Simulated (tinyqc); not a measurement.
Worked calculation: plane-wave Kohn-Sham cycle with exchange-only LDA in a layered model solid. One step of it, computed by the program tinyqc.

Problem. Iteration 2: levels at that k. Diagonalise the Hermitian matrix.

H (hartree):
```
,-3,-2,-1,+0,+1,+2,+3
-3,0.689746,-0.038018,0.000225,-0.000037,0.000000,0.000001,0.000000
-2,-0.038018,0.204464,-0.038018,0.000225,-0.000037,0.000000,0.000001
-1,0.000225,-0.038018,-0.076488,-0.038018,0.000225,-0.000037,0.000000
+0,-0.000037,0.000225,-0.038018,-0.153112,-0.038018,0.000225,-0.000037
+1,0.000000,-0.000037,0.000225,-0.038018,-0.025406,-0.038018,0.000225
+2,0.000001,0.000000,-0.000037,0.000225,-0.038018,0.306629,-0.038018
+3,0.000000,0.000001,0.000000,-0.000037,0.000225,-0.038018,0.842992
```

Give: eigenvalues.

Solution.

eigenvalues (hartree): -0.1776  -0.0698  -0.0172  0.2067  0.3083  0.6927  0.8457
